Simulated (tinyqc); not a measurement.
Worked calculation: Pariser-Parr-Pople SCF with singles CI, for the molecule Fc1cnc2[nH]cnc2n1 (SMILES; centres numbered as the heavy atoms are written). One step of it, computed by the program tinyqc.

Question. PPP integrals. Mataga-Nishimoto: gamma = 14.399645/(R + a), a = 2 x 14.399645/(gamma_rr + gamma_ss); H_rr = -W_r - sum_(s != r) z_s gamma_rs; H_rs = beta for bonds.

Centres (angstrom, eV; a flat drawing with bonds scaled to 1.40 angstrom):
```
centre,x,y,core charge z,W,gamma_rr
1F,-3.206000,0.690000,2,39.000000,21.400000
2C,-1.887000,0.221000,1,11.160000,11.130000
3C,-1.633000,-1.155000,1,11.160000,11.130000
4N,-0.314000,-1.624000,1,14.100000,12.300000
5C,0.752000,-0.715000,1,11.160000,11.130000
6N,2.140000,-0.899000,2,25.600000,16.800000
7C,2.743000,0.364000,1,11.160000,11.130000
8N,1.729000,1.328000,1,14.100000,12.300000
9C,0.498000,0.661000,1,11.160000,11.130000
10N,-0.822000,1.130000,1,14.100000,12.300000
```

Resonance integrals (eV):
```
i,j,beta
1,2,-2.100000
2,3,-2.390000
3,4,-2.510000
4,5,-2.510000
5,6,-2.240000
6,7,-2.240000
7,8,-2.510000
8,9,-2.510000
9,10,-2.510000
10,2,-2.510000
9,5,-2.390000
```

Give: repulsion gamma_rs; core matrix H.

Answer.

repulsion gamma_rs (eV):
```
,1F,2C,3C,4N,5C,6N,7C,8N,9C,10N
1F,21.4000,6.3012,4.3505,3.1589,2.8316,2.2744,2.1042,2.4696,3.1376,4.3917
2C,6.3012,11.1300,5.3470,3.9411,3.5174,2.7633,2.4299,2.8737,3.8719,5.4765
3C,4.3505,5.3470,11.1300,5.4771,3.8719,2.9919,2.4299,2.6623,3.5176,3.9410
4N,3.1589,3.9411,5.4771,12.3000,5.4749,4.0579,2.9533,3.0247,3.9406,3.6261
5C,2.8316,3.5174,3.8719,5.4749,11.1300,5.9227,4.0467,4.1215,5.3470,3.9404
6N,2.2744,2.7633,2.9919,4.0579,5.9227,16.8000,5.9241,4.4248,4.3688,3.1440
7C,2.1042,2.4299,2.4299,2.9533,4.0467,5.9241,11.1300,5.4788,4.0467,2.9535
8N,2.4696,2.8737,2.6623,3.0247,4.1215,4.4248,5.4788,12.3000,5.4767,3.8611
9C,3.1376,3.8719,3.5176,3.9406,5.3470,4.3688,4.0467,5.4767,11.1300,5.4751
10N,4.3917,5.4765,3.9410,3.6261,3.9404,3.1440,2.9535,3.8611,5.4751,12.3000
```

core matrix H (eV):
```
,1F,2C,3C,4N,5C,6N,7C,8N,9C,10N
1F,-72.2943,-2.1000,0.0000,0.0000,0.0000,0.0000,0.0000,0.0000,0.0000,0.0000
2C,-2.1000,-56.7467,-2.3900,0.0000,0.0000,0.0000,0.0000,0.0000,0.0000,-2.5100
3C,0.0000,-2.3900,-53.0919,-2.5100,0.0000,0.0000,0.0000,0.0000,0.0000,0.0000
4N,0.0000,0.0000,-2.5100,-56.9716,-2.5100,0.0000,0.0000,0.0000,0.0000,0.0000
5C,0.0000,0.0000,0.0000,-2.5100,-58.9886,-2.2400,0.0000,0.0000,-2.3900,0.0000
6N,0.0000,0.0000,0.0000,0.0000,-2.2400,-63.7466,-2.2400,0.0000,0.0000,0.0000
7C,0.0000,0.0000,0.0000,0.0000,0.0000,-2.2400,-51.5555,-2.5100,0.0000,0.0000
8N,0.0000,0.0000,0.0000,0.0000,0.0000,0.0000,-2.5100,-55.3878,-2.5100,0.0000
9C,0.0000,0.0000,0.0000,0.0000,-2.3900,0.0000,0.0000,-2.5100,-57.8485,-2.5100
10N,0.0000,-2.5100,0.0000,0.0000,0.0000,0.0000,0.0000,0.0000,-2.5100,-58.4452
```
